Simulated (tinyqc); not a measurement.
Tunnelling through a two-layer gate stack, WKB transmission and Tsu-Esaki current: effect of temperature.

Electrons leave the emitter at x = 0. Energies E (motion across the layers) are in eV from the emitter Fermi level; the collector Fermi level lies at -V and offers states at every E. No charge in the dielectric and no image force: F1 = V/(t1 + t2 eps1/eps2), F2 = F1 eps1/eps2; U = phi1 - F1 x in layer 1 and phi2 - F1 t1 - F2 (x - t1) in layer 2. With C = hbar^2/(2 m0), kappa = sqrt(m (U - E)/C) where U > E and 0 elsewhere; T(E) = exp(-S), S = 2 times the integral of kappa over x.

Each layer adds (2/F) sqrt(m/C) [G(u at its left edge) - G(u at its right edge)] to S, with u = U - E (0 where negative) and G(u) = (2/3) u^1.5. J = J0 times the integral of T(E) N(E) dE, N = ln[(1 + exp(-E/Vt))/(1 + exp((-E - V)/Vt))], J0 = q^2 me m0 kB T/(2 pi^2 hbar^3) (times 1e-4 for A/cm^2 per eV), from E = -Ef to far above the barrier (T = 1 there), by quadrature converged to the digits shown.

Inputs (values chosen for the exercise); layer 1 close to silicon dioxide, layer 2 close to zirconium oxide: Fermi energy of the emitter above its band bottom Ef = 0.36 eV; emitter mass in the supply function me = 1 m0; barrier of layer 1 above the emitter Fermi level at zero bias phi1 = 3.08 eV; tunnelling mass of layer 1 m1 = 0.49 m0; thickness of layer 1 t1 = 1.1 nm; relative permittivity of layer 1 eps1 = 4.06; barrier of layer 2 at zero bias phi2 = 1.34 eV; tunnelling mass of layer 2 m2 = 0.25 m0; thickness of layer 2 t2 = 2.8 nm; relative permittivity of layer 2 eps2 = 24.3; voltage across the dielectric V = 0.5 V.

Constants: q = 1.602176634e-19 C, kB = 1.380649e-23 J/K, hbar = 1.054571817e-34 J s, m0 = 9.1093837015e-31 kg, Vt = kB T/q, hbar^2/(2 m0) = 0.0380998212 eV nm^2. Results are converted to the units shown.

Results:
```
T (K)	J (A/cm^2)	mean E of the current (eV)
50	2.511e-4	-0.1659
100	2.535e-4	-0.1644
200	2.635e-4	-0.1578
300	2.813e-4	-0.1464
500	3.527e-4	-0.1011
600	4.364e-4	-0.02370
750	0.001448	0.5789
```

Estimate the missing row, T = 400 K.

Computed row:
```
T (K)	J (A/cm^2)	mean E of the current (eV)
400	3.093e-4	-0.1287
```

With this row back in the table: Between 50 and 300 K the current changes by a factor of 1.12, and between 300 and 750 K by 5.15; the mean energy of the current rises from -0.166 to 0.579 eV. The transmission grows by a factor e over d = 0.102 eV near E = 0, equal to kB T/q at 1180 K: far below that temperature the thermal tail adds little.

Computed by the program tinyqc: `OMP_NUM_THREADS=1 python tinyqc.py 2540048 2540049 out.jsonl`, one thread of a shared Intel Xeon 2.30GHz, about 0.03 s for the whole run.
